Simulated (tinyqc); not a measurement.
Growth mode over temperature: epitaxial growth on a vicinal surface: Burton-Cabrera-Frank step flow, step-edge barrier and island nucleation. Computed by tinyqc, a small Python program. Command: `OMP_NUM_THREADS=1 python tinyqc.py 3011217 3011218 out.jsonl stepflow walk`. One thread of a shared host (Intel(R) Xeon(R) Processor @ 2.30GHz), about 0.03 s of CPU time with the checks.

Adatoms land at rate F, hop on a square grid (a simplification for hexagonal faces), desorb, or join steps. Lengths are in units of a and n is the adatom coverage. Steps ascend at x = 0 and descend at x = l.

Inputs (values chosen for the exercise, close to those used for GaN(0001)):

| quantity | value | unit |
|---|---|---|
| site spacing a | 3.19 | angstrom |
| step height h | 2.59 | angstrom |
| diffusion barrier E_d | 1.27 | eV |
| desorption energy E_a | 2.77 | eV |
| adatom formation energy E_f | 1.25 | eV |
| step-edge barrier E_s | 0 | eV |
| attempt frequency nu | 10 | THz |
| deposition rate F | 0.06 | layers/s |
| miscut angle | 8 | degrees |
| temperature T | 850 | C |
| critical nucleus size i | 3 | - |
| binding energy of the critical nucleus E_i | 0.54 | eV |

Constants: k_B = 8.617333262e-05 eV/K.

Method:
- D = nu exp(-E_d/(k_B T)) (a^2/s, nu counted per direction); tau = exp(E_a/(k_B T))/nu; x_s = sqrt(D tau); n_eq = exp(-E_f/(k_B T)); terrace width l = h/(a tan(miscut)); Schwoebel length l_s = exp(E_s/(k_B T)) - 1.
- D n'' - n/tau + F = 0 with n(0) = n_eq and -l_s n'(l) = n(l) - n_eq. With u = n - F tau, A = n_eq - F tau, y = l/x_s, s = l_s/x_s: u = A cosh(x/x_s) + B sinh(x/x_s), B = A (1 - cosh y - s sinh y)/(sinh y + s cosh y). Flux into the ascending step J+ = D B/x_s, over the descending one J- = -(D/x_s)(A sinh y + B cosh y); step velocity J+ + J-; growth rate (J+ + J-)/l. For small y: J+ + J- = (F - n_eq/tau) l, J-/J+ = l/(l + 2 l_s).
- Island density on a flat surface without desorption: N = 0.25 (F/D)^(i/(i+2)) exp(E_i/((i+2) k_B T)) per site, with E_i = 0 for i = 1; spacing l_n = N^(-1/2). Step flow needs an effective width l_eff = 2 x(peak) below l_n.
- Temperatures in kelvin are T(C) + 273.15.
- x(peak) solves tanh(x/x_s) = -B/A. Rows where evaporation outweighs deposition are left out.

Scales:

| T (C) | x_s (a) | l_s (a) | incorporated share | l_n (a) | l_eff/l_n |
|---|---|---|---|---|---|
| 650 | 12431 | 0 | 1.00000 | 155.88 | 0.037062 |
| 700 | 7658 | 0 | 1.00000 | 206.44 | 0.027984 |
| 750 | 4947 | 0 | 1.00000 | 266.00 | 0.021718 |
| 800 | 3328 | 0 | 0.99998 | 334.75 | 0.017258 |
| 850 | 2319 | 0 | 0.99985 | 412.72 | 0.013997 |
| 900 | 1667 | 0 | 0.99910 | 499.86 | 0.011557 |
| 950 | 1231 | 0 | 0.99545 | 595.99 | 0.009693 |
| 1000 | 931 | 0 | 0.97964 | 700.86 | 0.008243 |
| 1050 | 719 | 0 | 0.91872 | 814.15 | 0.007096 |

The ratio stays below 1: step flow in every row. Incorporation goes from 100.0 % to 91.9 %.

Extremes, crossings and ranges named in words are read from the listed rows.
